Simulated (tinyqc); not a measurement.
Velocity against current: domain walls in a thin film with perpendicular anisotropy: Bloch, Neel and chiral walls, motion and stripe domains. Computed by tinyqc, a small Python program. Command: `OMP_NUM_THREADS=1 python tinyqc.py 3003108 3003109 out.jsonl mwall walk`. One thread of a shared host (Intel(R) Xeon(R) Processor @ 2.30GHz), about 0.01 s of CPU time with the checks.

One-dimensional wall: polar angle theta(x), azimuth phi of the moment in the wall (phi = 0 Neel, 90 degrees Bloch). mu_0 = 1.25663706212e-6 T m/A, gamma = 1.76085963023e11 rad/(s T).

Inputs (values chosen for the exercise, for a model film): saturation magnetisation M_s = 682 kA/m; exchange stiffness A = 17 pJ/m; uniaxial anisotropy K_u = 505 kJ/m^3; DMI constant D = 0.046 mJ/m^2; thickness t = 0.62 nm; damping alpha = 0.21; current density J = 0.34 1e12 A/m^2; spin Hall angle theta_SH = 0.2.

Drive: spin-orbit torque.

Constants: hbar = 1.054571817e-34 J s; e = 1.602176634e-19 C.

Method:
- K_eff = K_u - mu_0 M_s^2/2; Delta = sqrt(A/K_eff); sigma_0 = 4 sqrt(A K_eff); profile theta = 2 arctan exp(x/Delta); quality factor Q = 2 K_u/(mu_0 M_s^2).
- sigma(phi) = sigma_0 + 2 Delta K_D cos^2(phi) - pi D cos(phi), with the wall shape anisotropy K_D = N_x mu_0 M_s^2/2, N_x = t ln 2/(pi Delta). The minimum has cos(phi) = D/D_N for D < D_N = 4 Delta K_D/pi and phi = 0 beyond; sigma turns negative at D_c = (sigma_0 + 2 Delta K_D)/pi.
- Spin-orbit drive: B_SL = hbar theta_SH J/(2 e M_s t) acts as the field (pi/2) B_SL cos(phi). Steady state: v = (gamma Delta/alpha)(pi/2) B_SL cos(phi) = gamma Delta [B_D sin(phi) - (B_K/2) sin(2 phi)], B_K = 2 K_D/M_s, B_D = pi D/(2 M_s Delta); the root with phi between its rest value and 90 degrees; v saturates at v_D = gamma Delta B_D.

K_D = 4.47229 kJ/m^3

width parameter Delta = 8.93893 nm

azimuth phi = 25.3491 degrees

saturation velocity v_D = 18.6560 m/s

Steady motion:
```
J (1e12 A/m^2)  B_SL (mT)  phi (degrees)  v (m/s)  v at fixed rest phi (m/s)
0.02                 3.11         71.651   11.539                       33.1
0.05                 7.78         80.543   15.057                       82.8
0.10                15.57         84.770   16.705                      165.6
0.20                31.13         87.241   17.642                      331.3
0.50                77.83         88.859   18.241                      828.1
1.00               155.66         89.423   18.447                     1656.3
2.00               311.33         89.710   18.551                     3312.6
5.00               778.32         89.884   18.614                     8281.4
```

What follows from these numbers?

The linear law holds to 5 % in 0 of the eight rows; in the last row v is 99.8 % of v_D = pi gamma D/(2 M_s), which depends on neither alpha nor theta_SH. Caution: pinning, heating and tilting of the wall are left out.

Extremes, crossings and ranges named in words are read from the listed rows.
